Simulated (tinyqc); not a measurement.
Inside a calculation. Method: coherent transport through a tight-binding region between two chains. Computed by tinyqc, a small Python program that keeps every step. Settings: temperature = 300, mu = -0.44. Command: `OMP_NUM_THREADS=1 python tinyqc.py 20692 20693 out.jsonl` (the two numbers bound the seeds that draw the settings). One thread of a shared host (Intel(R) Xeon(R) Processor @ 2.60GHz), about 0.2 s of CPU time with the checks.

## Transmission at E = -0.91 eV

H of the central region (eV):
```
           1          2          3
1   0.000000  -0.480000   0.000000
2  -0.480000   0.460000  -1.740000
3   0.000000  -1.740000   0.000000
```

Leads: semi-infinite chains with site energy 0:
```
parameter                           value
lead hopping t (eV)              1.090000
coupling to the left lead (eV)   0.530000
coupling to the right lead (eV)  0.990000
left contact site                       1
right contact site                      3
```

E = -0.910000 eV

Surface Green function g = (E - i sqrt(4 t^2 - E^2)) / (2 t^2); self-energy tc^2 g on each contact site; G = (E - H - Sigma)^(-1); Gamma = -2 Im Sigma; T = Gamma_L Gamma_R |G_LR|^2; local density of states -Im G_ii / pi.

g = -0.382964-0.833678i 1/eV

G (1/eV):
```
                     1                   2                   3
1  -1.063151-0.420298i  0.100990-0.183936i  0.372798-0.028879i
2   0.100990-0.183936i  0.079089-0.356760i  0.609124-0.230156i
3   0.372798-0.028879i  0.609124-0.230156i  0.376757-0.173248i
```

local density of states (1/eV): 0.133785  0.113560  0.055147

transmission = 0.107010

## Transmission across the band

The same steps on a grid of energies.

T(E):
```
E (eV)              T
-2.07100000  0.039660
-1.86390000  0.043404
-1.65680000  0.048054
-1.44970000  0.055765
-1.24260000  0.068192
-1.03550000  0.088449
-0.82840000  0.122950
-0.62130000  0.185600
-0.41420000  0.305724
-0.20710000  0.514597
0.00000000   0.655527
0.20710000   0.476497
0.41420000   0.269815
0.62130000   0.157285
0.82840000   0.099638
1.03550000   0.067971
1.24260000   0.049070
1.44970000   0.036838
1.65680000   0.028126
1.86390000   0.020776
2.07100000   0.011276
```

levels of the isolated region (eV): -1.589588  0.000000  2.049588

## Current

I = (2e/h) int T(E) [f(E - mu - V/2) - f(E - mu + V/2)] dE at 300 K with mu = -0.44 eV, the bias not changing H; 2e^2/h = 77.48092 microsiemens; the integral runs over the band on 4001 points.

Current:
```
V (volt)  I (microampere)
0.010000         0.223604
0.050000         1.118865
0.100000         2.243007
0.200000         4.527786
0.400000         9.373361
0.800000        20.566939
```
